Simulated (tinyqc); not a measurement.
Worked calculation: CCD on RHF in the sto-3g basis, for H6, spin multiplicity 1. Computed by tinyqc, a small Python program that keeps every step (integrals from PySCF). Settings: charge = 0, multiplicity = 1, basis = sto-3g, method = RHF, energy threshold = 1e-10, iteration cap = 66, orthogonalisation = symmetric, start = Wolfsberg-Helmholz matrix, DIIS depth = 6, amplitude equations = CCD, DIIS depth for amplitudes = 4, cap on updates = 79. Command: `OMP_NUM_THREADS=1 python tinyqc.py 21459 21460 out.jsonl` (the two numbers bound the seeds that draw the settings). One thread of a shared host (Intel(R) Xeon(R) Processor @ 2.60GHz), about 0.09 s of CPU time with the checks. The early iterations of the SCF are left out here.

## One-electron integrals

Geometry (angstrom):
```
atom        x        y        z
H     0.00000  0.00000  0.00000
H     0.00000  0.00000  0.85900
H     0.00000  0.00000  1.82400
H     0.00000  0.00000  2.68300
H     0.00000  0.00000  3.64800
H     0.00000  0.00000  4.50700
```

Basis sto-3g: exponents (1/bohr^2) and contraction coefficients of normalised primitives:
```
element  l (shell)  exponent  coefficient
H            s (1)   3.42525      0.15433
H            s (1)   0.62391      0.53533
H            s (1)   0.16886      0.44463
```

Overlap, kinetic and nuclear-attraction integrals over the contracted functions; the nuclear repulsion is the sum of Za Zb / Rab.

nuclear repulsion = 5.0970681 hartree

overlap S, order 1H 1s, 2H 1s, 3H 1s, 4H 1s, 5H 1s, 6H 1s:
$$\begin{pmatrix}
1.00000 & 0.58298 & 0.15806 & 0.03485 & 0.00423 & 0.00046 \\
0.58298 & 1.00000 & 0.51734 & 0.15806 & 0.02822 & 0.00423 \\
0.15806 & 0.51734 & 1.00000 & 0.58298 & 0.15806 & 0.03485 \\
0.03485 & 0.15806 & 0.58298 & 1.00000 & 0.51734 & 0.15806 \\
0.00423 & 0.02822 & 0.15806 & 0.51734 & 1.00000 & 0.58298 \\
0.00046 & 0.00423 & 0.03485 & 0.15806 & 0.58298 & 1.00000
\end{pmatrix}$$

kinetic energy T (hartree), order 1H 1s, 2H 1s, 3H 1s, 4H 1s, 5H 1s, 6H 1s:
$$\begin{pmatrix}
0.76003 & 0.17215 & -0.00684 & -0.00935 & -0.00237 & -0.00039 \\
0.17215 & 0.76003 & 0.12481 & -0.00684 & -0.00846 & -0.00237 \\
-0.00684 & 0.12481 & 0.76003 & 0.17215 & -0.00684 & -0.00935 \\
-0.00935 & -0.00684 & 0.17215 & 0.76003 & 0.12481 & -0.00684 \\
-0.00237 & -0.00846 & -0.00684 & 0.12481 & 0.76003 & 0.17215 \\
-0.00039 & -0.00237 & -0.00935 & -0.00684 & 0.17215 & 0.76003
\end{pmatrix}$$

nuclear attraction V (hartree), order 1H 1s, 2H 1s, 3H 1s, 4H 1s, 5H 1s, 6H 1s:
$$\begin{pmatrix}
-2.55930 & -1.53069 & -0.40572 & -0.08817 & -0.01047 & -0.00111 \\
-1.53069 & -2.96342 & -1.46132 & -0.42877 & -0.07280 & -0.01047 \\
-0.40572 & -1.46132 & -3.11571 & -1.71988 & -0.42877 & -0.08817 \\
-0.08817 & -0.42877 & -1.71988 & -3.11571 & -1.46132 & -0.40572 \\
-0.01047 & -0.07280 & -0.42877 & -1.46132 & -2.96342 & -1.53069 \\
-0.00111 & -0.01047 & -0.08817 & -0.40572 & -1.53069 & -2.55930
\end{pmatrix}$$

core Hamiltonian H = T + V (hartree), order 1H 1s, 2H 1s, 3H 1s, 4H 1s, 5H 1s, 6H 1s:
$$\begin{pmatrix}
-1.79927 & -1.35854 & -0.41256 & -0.09752 & -0.01284 & -0.00150 \\
-1.35854 & -2.20339 & -1.33651 & -0.43560 & -0.08126 & -0.01284 \\
-0.41256 & -1.33651 & -2.35568 & -1.54772 & -0.43560 & -0.09752 \\
-0.09752 & -0.43560 & -1.54772 & -2.35568 & -1.33651 & -0.41256 \\
-0.01284 & -0.08126 & -0.43560 & -1.33651 & -2.20339 & -1.35854 \\
-0.00150 & -0.01284 & -0.09752 & -0.41256 & -1.35854 & -1.79927
\end{pmatrix}$$

## Two-electron integrals

Functions are numbered as in S; the eight-fold symmetry (ij|kl) = (ji|kl) = (kl|ij) leaves the list below.

Two-electron integrals (ij|kl) in chemists' order, unique and non-zero (hartree):
```
(11|11) 0.77461    (21|11) 0.37916    (21|21) 0.22553    (22|11) 0.52627
(22|21) 0.37916    (22|22) 0.77461    (31|11) 0.07755    (31|21) 0.05063
(31|22) 0.09593    (31|31) 0.01328    (32|11) 0.19875    (32|21) 0.14868
(32|22) 0.32578    (32|31) 0.04508    (32|32) 0.17292    (33|11) 0.28825
(33|21) 0.21644    (33|22) 0.48959    (33|31) 0.07755    (33|32) 0.32578
(33|33) 0.77461    (41|11) 0.01363    (41|21) 0.00932    (41|22) 0.01849
(41|31) 0.00266    (41|32) 0.00959    (41|33) 0.01849    (41|41) 0.00057
(42|11) 0.04857    (42|21) 0.03575    (42|22) 0.07755    (42|31) 0.01149
(42|32) 0.04508    (42|33) 0.09593    (42|41) 0.00266    (42|42) 0.01328
(43|11) 0.13763    (43|21) 0.09949    (43|22) 0.21644    (43|31) 0.03575
(43|32) 0.14868    (43|33) 0.37916    (43|41) 0.00932    (43|42) 0.05063
(43|43) 0.22553    (44|11) 0.19719    (44|21) 0.13763    (44|22) 0.28825
(44|31) 0.04857    (44|32) 0.19875    (44|33) 0.52627    (44|41) 0.01363
(44|42) 0.07755    (44|43) 0.37916    (44|44) 0.77461    (51|11) 0.00126
(51|21) 0.00090    (51|22) 0.00188    (51|31) 0.00028    (51|32) 0.00108
(51|33) 0.00229    (51|41) 0.00007    (51|42) 0.00032    (51|43) 0.00124
(51|44) 0.00195    (51|51) 8.09e-06   (52|11) 0.00692    (52|21) 0.00499
(52|22) 0.01072    (52|31) 0.00167    (52|32) 0.00663    (52|33) 0.01501
(52|41) 0.00041    (52|42) 0.00213    (52|43) 0.00876    (52|44) 0.01501
(52|51) 0.00005    (52|52) 0.00037    (53|11) 0.03120    (53|21) 0.02185
(53|22) 0.04589    (53|31) 0.00760    (53|32) 0.03081    (53|33) 0.07755
(53|41) 0.00202    (53|42) 0.01108    (53|43) 0.05063    (53|44) 0.09593
(53|51) 0.00028    (53|52) 0.00213    (53|53) 0.01328    (54|11) 0.08688
(54|21) 0.05896    (54|22) 0.11953    (54|31) 0.01989    (54|32) 0.07865
(54|33) 0.19875    (54|41) 0.00548    (54|42) 0.03081    (54|43) 0.14868
(54|44) 0.32578    (54|51) 0.00081    (54|52) 0.00663    (54|53) 0.04508
(54|54) 0.17292    (55|11) 0.14506    (55|21) 0.09619    (55|22) 0.18971
(55|31) 0.03120    (55|32) 0.11953    (55|33) 0.28825    (55|41) 0.00833
(55|42) 0.04589    (55|43) 0.21644    (55|44) 0.48959    (55|51) 0.00126
(55|52) 0.01072    (55|53) 0.07755    (55|54) 0.32578    (55|55) 0.77461
(61|11) 0.00011    (61|21) 0.00008    (61|22) 0.00016    (61|31) 2.59e-05
(61|32) 0.00010    (61|33) 0.00024    (61|41) 6.46e-06   (61|42) 3.36e-05
(61|43) 0.00014    (61|44) 0.00024    (61|51) 8.48e-07   (61|52) 5.91e-06
(61|53) 3.36e-05   (61|54) 0.00010    (61|55) 0.00016    (61|61) 9.45e-08
(62|11) 0.00086    (62|21) 0.00060    (62|22) 0.00126    (62|31) 0.00020
(62|32) 0.00081    (62|33) 0.00195    (62|41) 0.00005    (62|42) 0.00028
(62|43) 0.00124    (62|44) 0.00229    (62|51) 7.25e-06   (62|52) 0.00005
(62|53) 0.00032    (62|54) 0.00108    (62|55) 0.00188    (62|61) 8.48e-07
(62|62) 8.09e-06   (63|11) 0.00596    (63|21) 0.00408    (63|22) 0.00833
(63|31) 0.00138    (63|32) 0.00548    (63|33) 0.01363    (63|41) 0.00037
(63|42) 0.00202    (63|43) 0.00932    (63|44) 0.01849    (63|51) 0.00005
(63|52) 0.00041    (63|53) 0.00266    (63|54) 0.00959    (63|55) 0.01849
(63|61) 6.46e-06   (63|62) 0.00007    (63|63) 0.00057    (64|11) 0.02355
(64|21) 0.01570    (64|22) 0.03120    (64|31) 0.00515    (64|32) 0.01989
(64|33) 0.04857    (64|41) 0.00138    (64|42) 0.00760    (64|43) 0.03575
(64|44) 0.07755    (64|51) 0.00020    (64|52) 0.00167    (64|53) 0.01149
(64|54) 0.04508    (64|55) 0.09593    (64|61) 2.59e-05   (64|62) 0.00028
(64|63) 0.00266    (64|64) 0.01328    (65|11) 0.07582    (65|21) 0.04957
(65|22) 0.09619    (65|31) 0.01570    (65|32) 0.05896    (65|33) 0.13763
(65|41) 0.00408    (65|42) 0.02185    (65|43) 0.09949    (65|44) 0.21644
(65|51) 0.00060    (65|52) 0.00499    (65|53) 0.03575    (65|54) 0.14868
(65|55) 0.37916    (65|61) 0.00008    (65|62) 0.00090    (65|63) 0.00932
(65|64) 0.05063    (65|65) 0.22553    (66|11) 0.11741    (66|21) 0.07582
(66|22) 0.14506    (66|31) 0.02355    (66|32) 0.08688    (66|33) 0.19719
(66|41) 0.00596    (66|42) 0.03120    (66|43) 0.13763    (66|44) 0.28825
(66|51) 0.00086    (66|52) 0.00692    (66|53) 0.04857    (66|54) 0.19875
(66|55) 0.52627    (66|61) 0.00011    (66|62) 0.00126    (66|63) 0.01363
(66|64) 0.07755    (66|65) 0.37916    (66|66) 0.77461
```

## Orthogonalisation

S = U s U^T; symmetric (Loewdin) form X = U s^(-1/2) U^T, so that X^T S X = 1.

eigenvalues of S: [0.19497, 0.31253, 0.53441, 1.05772, 1.65896, 2.24142]

X, order 1H 1s, 2H 1s, 3H 1s, 4H 1s, 5H 1s, 6H 1s:
$$\begin{pmatrix}
1.18501 & -0.42243 & 0.08008 & -0.01730 & 0.00377 & -0.00100 \\
-0.42243 & 1.35890 & -0.41506 & 0.08865 & -0.01525 & 0.00377 \\
0.08008 & -0.41506 & 1.37515 & -0.47376 & 0.08865 & -0.01730 \\
-0.01730 & 0.08865 & -0.47376 & 1.37515 & -0.41506 & 0.08008 \\
0.00377 & -0.01525 & 0.08865 & -0.41506 & 1.35890 & -0.42243 \\
-0.00100 & 0.00377 & -0.01730 & 0.08008 & -0.42243 & 1.18501
\end{pmatrix}$$

## Iteration 6 (converged): orbitals

converged F (hartree), order 1H 1s, 2H 1s, 3H 1s, 4H 1s, 5H 1s, 6H 1s:
$$\begin{pmatrix}
-0.30625 & -0.54552 & -0.19885 & -0.03033 & -0.00232 & -0.00805 \\
-0.54552 & -0.41754 & -0.43980 & -0.19893 & -0.03992 & -0.00232 \\
-0.19885 & -0.43980 & -0.42829 & -0.56130 & -0.19893 & -0.03033 \\
-0.03033 & -0.19893 & -0.56130 & -0.42829 & -0.43980 & -0.19885 \\
-0.00232 & -0.03992 & -0.19893 & -0.43980 & -0.41754 & -0.54552 \\
-0.00805 & -0.00232 & -0.03033 & -0.19885 & -0.54552 & -0.30625
\end{pmatrix}$$

Diagonalise F' = X^T F X, C = X C', fill 3 alpha and 3 beta electrons from the bottom; D = 2 C_occ C_occ^T. Each column has its largest component positive (the first on a tie).

F' = X^T F X (hartree):
$$\begin{pmatrix}
0.03068 & -0.58780 & 0.08944 & 0.00344 & 0.00707 & -0.01275 \\
-0.58780 & 0.14571 & -0.47146 & 0.09997 & -0.01816 & 0.00707 \\
0.08944 & -0.47146 & 0.15782 & -0.63946 & 0.09997 & 0.00344 \\
0.00344 & 0.09997 & -0.63946 & 0.15782 & -0.47146 & 0.08944 \\
0.00707 & -0.01816 & 0.09997 & -0.47146 & 0.14571 & -0.58780 \\
-0.01275 & 0.00707 & 0.00344 & 0.08944 & -0.58780 & 0.03068
\end{pmatrix}$$

orbital energies (hartree): MO1 -0.72074, MO2 -0.57956, MO3 -0.36580, MO4 0.31808, MO5 0.75037, MO6 1.26607

coefficients C, order 1H 1s, 2H 1s, 3H 1s, 4H 1s, 5H 1s, 6H 1s:
$$\begin{pmatrix}
0.16010 & 0.34576 & 0.45213 & 0.65542 & -0.74866 & 0.49974 \\
0.26278 & 0.40918 & 0.28103 & -0.38394 & 0.94634 & -0.92032 \\
0.35920 & 0.12526 & -0.44281 & -0.59984 & -0.36930 & 1.21051 \\
0.35920 & -0.12526 & -0.44281 & 0.59984 & -0.36930 & -1.21051 \\
0.26278 & -0.40918 & 0.28103 & 0.38394 & 0.94634 & 0.92032 \\
0.16010 & -0.34576 & 0.45213 & -0.65542 & -0.74866 & -0.49974
\end{pmatrix}$$

D after iteration 6, order 1H 1s, 2H 1s, 3H 1s, 4H 1s, 5H 1s, 6H 1s:
$$\begin{pmatrix}
0.69921 & 0.62123 & -0.19878 & -0.37201 & 0.05532 & 0.22102 \\
0.62123 & 0.63093 & 0.04240 & -0.16261 & -0.03879 & 0.05532 \\
-0.19878 & 0.04240 & 0.68159 & 0.61884 & -0.16261 & -0.37201 \\
-0.37201 & -0.16261 & 0.61884 & 0.68159 & 0.04240 & -0.19878 \\
0.05532 & -0.03879 & -0.16261 & 0.04240 & 0.63093 & 0.62123 \\
0.22102 & 0.05532 & -0.37201 & -0.19878 & 0.62123 & 0.69921
\end{pmatrix}$$

## Convergence

Stop when the energy changes by less than 1e-10 hartree and every element of the error matrix X^T (F D S - S D F) X is below 3e-06.

Course of the cycle:
```
iteration  E (hartree)     change  largest element of the error matrix
1           -3.1794460          -                             6.60e-02
2           -3.2005301  -2.11e-02                             2.43e-02
3           -3.2022286  -1.70e-03                             4.72e-03
4           -3.2022902  -6.17e-05                             1.37e-04
5           -3.2022903  -2.78e-08                             4.41e-06
6           -3.2022903  -6.18e-11                             4.29e-07
```

PySCF RHF in the same basis = -3.2022903 hartree

Converged in 6 iterations.

## Integrals over molecular orbitals

(pq|rs) = sum C_ip C_jq C_kr C_ls (ij|kl), one index at a time.

one-electron integrals over orbitals h = C^T H C (hartree):
$$\begin{pmatrix}
-2.43236 & 0.00000 & 0.15558 & 0.00000 & -0.07115 & 0.00000 \\
0.00000 & -2.16662 & 0.00000 & 0.21671 & 0.00000 & 0.05015 \\
0.15558 & 0.00000 & -2.03428 & 0.00000 & -0.18406 & 0.00000 \\
0.00000 & 0.21671 & 0.00000 & -1.73158 & 0.00000 & 0.16750 \\
-0.07115 & 0.00000 & -0.18406 & 0.00000 & -1.37584 & 0.00000 \\
0.00000 & 0.05015 & 0.00000 & 0.16750 & 0.00000 & -1.13268
\end{pmatrix}$$

Two-electron integrals over orbitals (pq|rs), unique and non-zero (hartree):
```
(11|11) 0.44898    (21|21) 0.13247    (22|11) 0.36072    (22|22) 0.39843
(31|11) -0.08383   (31|22) 0.03339    (31|31) 0.10978    (32|21) 0.11040
(32|32) 0.13513    (33|11) 0.39172    (33|22) 0.36739    (33|31) -0.02813
(33|33) 0.39516    (41|21) -0.04894   (41|32) 0.01052    (41|41) 0.08005
(42|11) -0.07802   (42|22) -0.01002   (42|31) 0.05946    (42|33) -0.00866
(42|42) 0.08392    (43|21) 0.08021    (43|32) 0.08227    (43|41) -0.01140
(43|43) 0.09805    (44|11) 0.39731    (44|22) 0.37141    (44|31) -0.02769
(44|33) 0.38712    (44|42) -0.02243   (44|44) 0.40401    (51|11) 0.00521
(51|22) 0.03532    (51|31) 0.03216    (51|33) -0.01439   (51|42) -0.02988
(51|44) -0.00212   (51|51) 0.05317    (52|21) 0.03956    (52|32) 0.00109
(52|41) -0.05389   (52|43) -0.03273   (52|52) 0.08444    (53|11) 0.08377
(53|22) 0.01335    (53|31) -0.06364   (53|33) 0.02308    (53|42) -0.07724
(53|44) 0.01945    (53|51) 0.02086    (53|53) 0.08426    (54|21) -0.11396
(54|32) -0.12758   (54|41) 0.00231    (54|43) -0.08322   (54|52) -0.00650
(54|54) 0.13809    (55|11) 0.38322    (55|22) 0.40626    (55|31) 0.01883
(55|33) 0.38456    (55|42) -0.01869   (55|44) 0.39452    (55|51) 0.03358
(55|53) 0.02151    (55|55) 0.43639    (61|21) 0.00197    (61|32) -0.02215
(61|41) -0.02976   (61|43) 0.04036    (61|52) -0.03026   (61|54) 0.01884
(61|61) 0.06684    (62|11) -0.00857   (62|22) -0.03740   (62|31) -0.02957
(62|33) 0.00417    (62|42) 0.02444    (62|44) 0.00582    (62|51) -0.04685
(62|53) -0.02620   (62|55) -0.03678   (62|62) 0.04940    (63|21) -0.04991
(63|32) 0.00198    (63|41) 0.07357    (63|43) -0.01368   (63|52) -0.05299
(63|54) -0.00129   (63|61) -0.02844   (63|63) 0.07904    (64|11) -0.08673
(64|22) 0.02467    (64|31) 0.10458    (64|33) -0.03119   (64|42) 0.06125
(64|44) -0.03273   (64|51) 0.02887    (64|53) -0.06462   (64|55) 0.02177
(64|62) -0.02916   (64|64) 0.11437    (65|21) -0.13520   (65|32) -0.11545
(65|41) 0.04969    (65|43) -0.08524   (65|52) -0.04134   (65|54) 0.12275
(65|61) -0.00267   (65|63) 0.05571    (65|65) 0.15441    (66|11) 0.48274
(66|22) 0.38886    (66|31) -0.09160   (66|33) 0.42542    (66|42) -0.08688
(66|44) 0.43627    (66|51) 0.00597    (66|53) 0.09598    (66|55) 0.42484
(66|62) -0.01054   (66|64) -0.10219   (66|66) 0.55203
```

## CCD: starting amplitudes

t_ij^ab = <ij||ab> / (e_i + e_j - e_a - e_b), whose energy is MP2.

Starting amplitudes (spin orbitals 1a, 1b, ...; amplitudes related by a flip of all spins are not repeated; the 24 largest):
```
from      to         t
3a 3b  4a 4b  -0.07169
2a 2b  4a 4b  -0.04674
1a 1b  4a 4b  -0.03853
2a 3b  4a 5b   0.03836
3a 3b  5a 5b  -0.03775
2a 2b  5a 5b  -0.03175
1a 3b  4a 6b  -0.02755
3a 3b  6a 6b  -0.02422
1a 2b  4a 5b   0.02275
2a 3a  4a 5a   0.02210
1a 1b  5a 5b  -0.01807
2a 3b  5a 6b   0.01789
1a 1b  6a 6b  -0.01682
2a 3b  4b 5a  -0.01625
1a 3b  4b 6a   0.01511
1a 2b  5a 6b   0.01413
2a 2b  6a 6b  -0.01338
1a 2b  4b 5a  -0.01262
1a 3a  4a 6a  -0.01244
1a 2a  4a 5a   0.01014
1a 1b  4a 6b   0.00983
1a 2b  5b 6a  -0.00912
2a 3a  5a 6a   0.00904
2a 2b  4a 6b  -0.00891
```

correlation energy = -0.0503099 hartree

## CCD: amplitude update 1

t_ij^ab D_ij^ab are set to the remaining terms of the spin-orbital equations, evaluated with the old amplitudes; for the doubles these are <ij||ab> + 1/2 <ab||ef> t_ij^ef + 1/2 <mn||ij> t_mn^ab + P(ij)P(ab) <mb||ej> t_im^ae + terms in t^2, D the orbital-energy denominators.

Amplitudes after update 1 (spin orbitals 1a, 1b, ...; amplitudes related by a flip of all spins are not repeated; the 24 largest):
```
from      to         t
3a 3b  4a 4b  -0.10258
2a 2b  4a 4b  -0.05625
2a 3b  4a 5b   0.05411
1a 1b  4a 4b  -0.04433
3a 3b  5a 5b  -0.04332
2a 2b  5a 5b  -0.04219
1a 3b  4a 6b  -0.03958
1a 2b  4a 5b   0.02895
2a 3b  4b 5a  -0.02839
2a 3a  4a 5a   0.02572
3a 3b  6a 6b  -0.02548
1a 3b  4b 6a   0.02381
2a 3b  5a 6b   0.02152
1a 1b  6a 6b  -0.02147
1a 1b  5a 5b  -0.02138
1a 2b  5a 6b   0.01928
1a 2b  4b 5a  -0.01728
1a 3a  4a 6a  -0.01577
2a 2b  4a 6b  -0.01493
2a 2b  6a 6b  -0.01490
1a 3b  5a 5b  -0.01388
1a 1b  4a 6b   0.01307
1a 2b  5b 6a  -0.01292
1a 2a  4a 5a   0.01167
```

correlation energy = -0.0661503 hartree

## CCD: convergence

E_corr = 1/4 sum <ij||ab> t_ij^ab; stop when the norm of the change is below 1e-8.

Course of the amplitude iterations:
```
update  correlation energy (hartree)  norm of the change
0                         -0.0503099                   -
1                         -0.0661503            1.09e-01
2                         -0.0720275            4.65e-02
3                         -0.0760867            2.13e-02
4                         -0.0760371            3.11e-03
5                         -0.0760349            6.58e-04
6                         -0.0760406            1.68e-04
7                         -0.0760431            6.56e-05
8                         -0.0760428            1.05e-05
9                         -0.0760426            2.26e-06
10                        -0.0760426            5.51e-07
11                        -0.0760426            2.02e-07
12                        -0.0760426            7.91e-08
13                        -0.0760426            2.73e-08
14                        -0.0760426            6.31e-09
```

Converged amplitudes (spin orbitals 1a, 1b, ...; amplitudes related by a flip of all spins are not repeated; the 24 largest):
```
from      to         t
3a 3b  4a 4b  -0.13586
2a 3b  4a 5b   0.06536
2a 2b  4a 4b  -0.05901
2a 2b  5a 5b  -0.05033
1a 3b  4a 6b  -0.04719
3a 3b  5a 5b  -0.04385
1a 1b  4a 4b  -0.04326
2a 3b  4b 5a  -0.03740
1a 2b  4a 5b   0.03030
1a 3b  4b 6a   0.02863
2a 3a  4a 5a   0.02796
1a 1b  6a 6b  -0.02560
3a 3b  6a 6b  -0.02394
1a 1b  5a 5b  -0.02350
1a 2b  5a 6b   0.02319
2a 3b  5a 6b   0.02184
1a 3a  4a 6a  -0.01856
1a 2b  4b 5a  -0.01807
2a 2b  4a 6b  -0.01778
1a 3b  5a 5b  -0.01671
1a 2b  5b 6a  -0.01576
2a 2b  6a 6b  -0.01575
1a 1b  4a 6b   0.01404
1a 2a  4a 5a   0.01223
```

CCD total energy = -3.2783329 hartree

Converged in 14 updates, with DIIS from the third.
